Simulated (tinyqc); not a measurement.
Fermi-level pinning at a metal contact (Cowley-Sze model): one step of the calculation.

Interface states of density Ds lie behind a thin layer of thickness dl. Neglecting the depletion charge, the barrier for electrons is phi = S (pM - chi) + (1 - S) E0 with S = 1/(1 + q Ds dl/(eps0 ei)); the barrier for holes is Eg - phi.

Question. Barrier. Also the charge in the states, Ds (phi - E0), and the drop across the layer, pM - chi - phi.

Inputs (values chosen for the exercise); material values close to those of silicon:
```
symbol   value         unit                                                    meaning
Eg        1.13           eV                                                   band gap
chi       4.09           eV                                          electron affinity
Ds      5.3e13  cm^-2 eV^-1                                density of interface states
E0        0.83           eV  depth of their neutrality level below the conduction edge
dl        0.58           nm                           thickness of the interface layer
ei         3.5                                               its relative permittivity
pM        4.44           eV                                        metal work function
```

Constants: q = 1.602176634e-19 C, eps0 = 8.8541878128e-14 F/cm where lengths are in cm. Results are converted to the units shown.

Wanted: S; phi; barrier for holes; charge in the states; drop across the layer.

Answer.

S = 0.38621
phi = 0.64462 eV
barrier for holes = 0.48538 eV
charge in the states = -9.8252e12 cm^-2
drop across the layer = -0.29462 V

Program tinyqc, `OMP_NUM_THREADS=1 python tinyqc.py 2430001 2430002 out.jsonl`; Intel Xeon 2.30GHz, shared host, one thread, about 0.01 s.
